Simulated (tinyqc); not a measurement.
Sharing a fixed EOT between the layers.

Without charge in the stack, a voltage of 0.6 V over an EOT of 2.1 nm gives F1 = (V/EOT)(3.9/e1) and F2 = F1 e1/e2; t2 = e2 (EOT/3.9 - t1/e1).

Values chosen for this exercise:
- e1 = 3.89 (relative permittivity of layer 1)
- e2 = 25.7 (relative permittivity of layer 2)

Sharing a fixed EOT between the layers:
```
t1 (nm)  t2 (nm)  physical thickness (nm)  drop over layer 1 (V)  drop over layer 2 (V)
0         13.838                   13.838                      0                0.60000
0.25      12.187                   12.437               0.071612                0.52839
0.51      10.469                   10.979                0.14609                0.45391
0.76      8.8174                   9.5774                0.21770                0.38230
1.02      7.0996                   8.1196                0.29218                0.30782
1.27      5.4480                   6.7180                0.36379                0.23621
1.53      3.7302                   5.2602                0.43827                0.16173
1.78      2.0786                   3.8586                0.50988               0.090121
```

Each 0.1 nm of layer 1 costs 0.661 nm of layer 2, so the physical thickness falls from 13.8 to 3.86 nm. The fields do not change, 2.86 MV/cm in layer 1 and 0.434 MV/cm in layer 2, and layer 1 takes half of the voltage at t1 = 1.05 nm.

tinyqc, about 0.01 s, one thread, Intel Xeon 2.30GHz (shared host): `OMP_NUM_THREADS=1 python tinyqc.py 2010069 2010070 out.jsonl`
